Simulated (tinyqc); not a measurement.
Debye-Callaway model of lattice thermal conductivity: one step, computed by the program tinyqc. Command: `OMP_NUM_THREADS=1 python tinyqc.py 3022093 3022094 out.jsonl callaway walk`. One thread of a shared host (Intel(R) Xeon(R) Processor @ 2.30GHz), about 0.01 s of CPU time with the checks.

Three acoustic branches with one velocity v, cut at omega_D = k_B Theta/hbar; x = hbar omega/(k_B T). v and Theta are separate inputs: Theta cuts off the heat-carrying modes, so C need not reach 3 k_B/V. gamma is an effective value that sets the umklapp rate. Heat flows along the film.

Problem. The integrand on a coarse grid. Rates: point defects A omega^4; umklapp B omega^2 T exp(-Theta/(b T)) with B = hbar gamma^2/(M v^2 Theta). Film: the bulk time tau of each mode, from the resistive rates above, is multiplied by the Fuchs-Sondheimer factor F = (3/2) int_0^1 (1 - u^2) [1 - (1 - p) (u/d) (1 - E)/(1 - p E)] du, with E = exp(-d/u), d = t/(v tau), by 48 Gauss-Legendre points in z with u = z^4; the boundary rate is defined as 1/(F tau) - 1/tau. x runs in ten equal steps to min(Theta/T, 12); g = x^4 e^x/(e^x - 1)^2; tau_C is the inverse of all rates summed; the last column is c tau_C g with c = (k_B/(2 pi^2 v)) (k_B T/hbar)^3.

Inputs (values chosen for the exercise, modelled on gallium arsenide):
```
quantity,value,unit
sound velocity v,3680,m/s
Debye temperature Theta,344,K
mean atomic mass M,72.3,u
effective Grueneisen parameter gamma,2.07,-
umklapp exponent divisor b,3,-
film thickness t,1.6,micrometre
specularity p,0.6,-
temperature T,300,K
```

Sample: film. Point defects: vacancies. Normal processes: left out.

Rayleigh coefficient A = 6.170939e-45 s^3

Constants: k_B = 1.380649e-23 J/K; hbar = 1.054571817e-34 J s; u = 1.6605390666e-27 kg.

Give: Integrand.

Solution.

Integrand:
```
x,g,tau_C (s),c tau_C g (W/(m K))
0.115,0.013,2.683e-10,40.58
0.229,0.052,7.240e-11,43.66
0.344,0.117,3.253e-11,43.89
0.459,0.207,1.829e-11,43.55
0.573,0.320,1.166e-11,42.93
0.688,0.455,8.039e-12,42.13
0.803,0.611,5.854e-12,41.18
0.917,0.785,4.436e-12,40.09
1.032,0.975,3.464e-12,38.90
1.147,1.180,2.769e-12,37.61
```

Among these rows the integrand is largest at x = 0.34.
